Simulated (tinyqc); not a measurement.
What each parameter does: two-band k.p model of the Delta valleys near the X point under shear strain.

Valley pair on the [001] axis, kz counted from the X point, c = hbar^2/2m0, k0 = kx0 2 pi/a. H = (c kz^2/ml + c (kx^2 + ky^2)/mt + c k0^2/ml) 1 + (2 c k0 kz/ml) sigma_z + (D exy - 2 c kx ky/Mp) sigma_x, so E = c kz^2/ml + c (kx^2 + ky^2)/mt + c k0^2/ml -/+ sqrt((2 c k0 kz/ml)^2 + (D exy - 2 c kx ky/Mp)^2). Without strain the lower band has its minima, E = 0, at kz = +/- k0. Shifts from diagonal strain are left out.

For |eta| < 1: k_min = k0 sqrt(1 - eta^2), E_min = -Delta eta^2/2, ml(eta) = ml/(1 - eta^2), 1/m[110] = 1/mt + eta/Mp, 1/m[1-10] = 1/mt - eta/Mp. For |eta| > 1 the minimum sits at X: E_min = -Delta (2 |eta| - 1)/2, ml(eta) = ml/(1 - 1/|eta|), and eta is replaced by its sign in the transverse masses. Here Delta = 2 c k0^2/ml and eta = D exy/Delta.

Constants: hbar^2/2m0 = 3.80998211 eV angstrom^2.

Values chosen for the exercise (near those of Si; the results hold for these values, not for the real material):
```
symbol  value    unit      meaning
a       5.447    angstrom  lattice constant
ml      0.915    m0        longitudinal mass
mt      0.199    m0        transverse mass
kx0     0.152    2 pi/a    distance of the minimum from X
D       12.9     eV        shear deformation potential
Mp      0.233    m0        coupling mass
exy     -0.0093            shear strain
```

Delta = 2 c k0^2/ml, eta = D exy/Delta.

One parameter was then changed.

Results before and after:
```
case         eta  E_min (meV)  ml(eta) (m0)  m[110] (m0)  m[1-10] (m0)
base     -0.4686       -28.11        1.1725       0.3318        0.1421
changed  -0.4686       -28.11        1.1725       0.3724        0.1491
```

Which of these changes was made? (a) D = 11.997 eV; (b) Mp = 0.21669 m0; (c) exy = -0.00995; (d) mt = 0.21293 m0; (e) ml = 0.97905 m0; (f) kx0 = 0.14136 2 pi/a.

Answer: (d) mt = 0.21293 m0. Of the candidates, run in turn, only this one gives the changed row.

All candidates:
```
case                      eta  E_min (meV)  ml(eta) (m0)  m[110] (m0)  m[1-10] (m0)
base                  -0.4686       -28.11        1.1725       0.3318        0.1421
ml = 0.97905 m0       -0.5014       -30.08        1.3079       0.3480        0.1393
mt = 0.21293 m0       -0.4686       -28.11        1.1725       0.3724        0.1491
kx0 = 0.14136 2 pi/a  -0.5418       -32.50        1.2952       0.3704        0.1360
D = 11.997 eV         -0.4358       -24.31        1.1295       0.3170        0.1450
Mp = 0.21669 m0       -0.4686       -28.11        1.1725       0.3493        0.1391
exy = -0.00995        -0.5014       -32.18        1.2222       0.3480        0.1393
```

Computed by tinyqc, a small Python program: `OMP_NUM_THREADS=1 python tinyqc.py 1050854 1050855 out.jsonl` (the numbers bound the seed that draws the inputs); one thread of a shared host (Intel(R) Xeon(R) Processor @ 2.30GHz), about 0.01 s for the whole set of steps.
